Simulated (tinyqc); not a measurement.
Landau levels of massive Dirac electrons in two valleys: sweeps and comparisons. A value that a table varies takes the place of the one given here.

H = hv (tau kx sx + ky sy) + (D/2) sz. Conduction levels E_N = sqrt(D^2/4 + 2N hv^2/l^2) - D/2 from the band edge; N = 1, 2, ... occur in both valleys, N = 0 in one valley only (its partner in the other valley lies at the valence edge). Each state is twofold in spin; spin splittings are left out.

In a field B along z: l = 1/sqrt((e/hbar) B) is the magnetic length, n_B = B/(h/e) the number of states per area in one level, hbar wc = 2 muB B/m for mass m in m0; 1/angstrom^2 = 1e16/cm^2.

Level 0 takes 2 n_B electrons and each higher level 4 n_B. At zero temperature and without broadening EF sits in the partly filled level.

Constants: e/hbar = 1.519267448e-05 1/(T angstrom^2); h/e = 413566.7697 T angstrom^2; muB = 5.788381798e-05 eV/T.

Values chosen for the exercise (a gapped graphene sheet; shifted at random, so the results belong to these values and not to a real crystal):
- hv = 6.77 eV angstrom (hbar v)
- D = 0.09 eV (gap)
- Bs = (0.5, 1, 2, 4, 8, 12, 16) T (fields)
- n = 1.9 x 1e11/cm^2 (electron sheet density)
- Bo = (0.362, 0.41, 0.471, 0.555, 0.674, 0.86, 1.19, 1.91, 4.91) T (fields)
- B = 10.3 T (magnetic field)

## The fan of levels

The four lowest levels against B, with their labels in order.

Levels (meV):
```
B (T)  first  second   third  fourth    order
0.500   0.00    7.17   13.46   19.14  0 1 2 3
1.00    0.00   13.46   24.36   33.76  0 1 2 3
2.00    0.00   24.36   42.15   56.89  0 1 2 3
4.00    0.00   42.15   69.74   91.88  0 1 2 3
8.00    0.00   69.74  110.91  143.28  0 1 2 3
12.0    0.00   91.88  143.28  183.39  0 1 2 3
16.0    0.00  110.91  170.85  217.44  0 1 2 3
```

The fourth level grows as B^0.82 over the first two rows and B^0.59 over the last two (1 for a parabolic band without a fixed offset such as a valley splitting, 1/2 for massless Dirac electrons). The order of the levels does not change. Level 1 follows hbar wc = 2 hv^2/(l^2 D) while that is small against D: 247.6 meV against 110.9 meV in the last row.

## Oscillation of the Fermi level

Fixed density, zero temperature, no broadening. At B = 0, EF = sqrt(D^2/4 + hv^2 pi n) - D/2.

Filling:
```
B (T)     nu  partly filled level  EF (meV)  filled share
0.362  21.71                    5     22.42          0.93
0.410  19.17                    5     24.86          0.29
0.471  16.68                    4     23.18          0.67
0.555  14.16                    4     26.53          0.04
0.674  11.66                    3     24.58          0.41
0.860   9.14                    2     21.49          0.78
1.19    6.60                    2     28.07          0.15
1.91    4.11                    1     23.45          0.53
4.91    1.60                    0      0.00          0.80
```

EF at B = 0 = 24.00 meV

EF runs between 0.0 and 28.1 meV around its zero-field value of 24.0 meV. It follows a level while that level empties and falls to the next one down when nu passes a filled shell; the partly filled level changes 5 times in this table.

## What each parameter does

The second and third levels from below, nu = n/n_B, and EF. Each row changes one parameter from the base and keeps the others.

Results:
```
case                   second level (meV)  third level (meV)    nu  EF (meV)
base                                82.94             130.25  0.76      0.00
B = 12.4 T                          93.90             146.21  0.63      0.00
hv = 8.12 eV angstrom              105.53             163.08  0.76      0.00
D = 0.0765 eV                       87.48             135.39  0.76      0.00
n = 1.61 x 1e11/cm^2                82.94             130.25  0.65      0.00
```

The largest shifts from the base row, up to three for each result and ties (the steps differ in size, so this ranks the rows, not the parameters). second level (meV): hv +22.59, B +10.96, D +4.53; unchanged at the printed digits by n. third level (meV): hv +32.82, B +15.96, D +5.14; unchanged at the printed digits by n. nu: B -0.13, n -0.12; unchanged at the printed digits by hv and D. EF (meV): unchanged at the printed digits by B, hv, D and n.

Computed by tinyqc, a small Python program: `OMP_NUM_THREADS=1 python tinyqc.py 1281417 1281418 out.jsonl` (the numbers bound the seed that draws the inputs); one thread of a shared host (Intel(R) Xeon(R) Processor @ 2.30GHz), about 0.01 s for the whole set of steps.
